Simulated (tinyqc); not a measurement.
Inputs raised by 5 %, one at a time: regular and subregular solution with a miscibility gap. Computed by tinyqc, a small Python program. Command: `OMP_NUM_THREADS=1 python tinyqc.py 3011781 3011782 out.jsonl regsol sens`. One thread of a shared host (Intel(R) Xeon(R) Processor @ 2.30GHz), about 0.02 s of CPU time with the checks.

Per mole of mixing sites: G(x) = x (1 - x) [L0 + L1 (1 - 2x)] + R T [x ln x + (1 - x) ln(1 - x)], x the fraction of B.

Inputs (values chosen for the exercise, for a model alloy):
```
quantity                      value    unit
interaction L0                 32.2  kJ/mol
size misfit eta = d ln a/dx  0.0074       -
asymmetry L1                    5.6  kJ/mol
temperature T                  1101       K
start value s0                 0.01       -
```

Source of L0: given.

Constants: R = 8.314462618 J/(mol K).

Method:
- L0 and eta are given.
- The spinodal is G'' = 0, R T_s(x) = x (1 - x) [2 L0 + 6 L1 (1 - 2x)]; the critical point is its maximum.
- G' = L0 (1 - 2x) + L1 (1 - 6x + 6x^2) + R T ln[x/(1 - x)]; G'' = -2 L0 - 6 L1 (1 - 2x) + R T/[x (1 - x)].
- Solve G'' = 0 on each side of x_c.
- Common tangent: F1 = G'(x1) - G'(x2) = 0 and F2 = [G - x G'](x1) - [G - x G'](x2) = 0. Newton step: J = [[G''(x1), -G''(x2)], [-x1 G''(x1), x2 G''(x2)]], J dx = -F; a step that would leave 0 < x < 1 is halved until it stays inside. The start is x1 = s0, x2 = 1 - s0.
- Stop when the step is below 1e-12, or when x1 and x2 meet within 1e-5; residuals under 1e-7 are shown as 0.

Runs:
```
input moved              from       to  critical temperature T_c (K)  solubility limit x1  solubility limit x2  spinodal x_s1
base run                    -        -                          2054              0.01835               0.9317         0.1145
interaction L0 (kJ/mol)  32.2    33.81                          2146              0.01513               0.9440         0.1095
asymmetry L1 (kJ/mol)     5.6     5.88                          2065              0.01771               0.9299         0.1124
temperature T (K)        1101  1156.05                          2054              0.02292               0.9194         0.1219
```

Exponents ln(y'/y) / ln(x'/x):
```
input           critical temperature T_c  solubility limit x1  solubility limit x2  spinodal x_s1
interaction L0                     0.900               -3.966                0.268         -0.905
asymmetry L1                       0.108               -0.739               -0.040         -0.372
temperature T                      0.000                4.551               -0.272          1.286
```

Among the inputs moved here: critical temperature T_c answers most in size to interaction L0 (exponent +0.900), next to asymmetry L1 (+0.108); its exponent is below 0.0005 for temperature T. solubility limit x1 answers most in size to temperature T (exponent +4.551), next to interaction L0 (-3.966). Solubility limit x2 answers most in size to temperature T (exponent -0.272), and about equally to interaction L0 (+0.268). Spinodal x_s1 answers most in size to temperature T (exponent +1.286), next to interaction L0 (-0.905).

Caution (all rows): a real alloy may melt or decompose below this critical temperature.
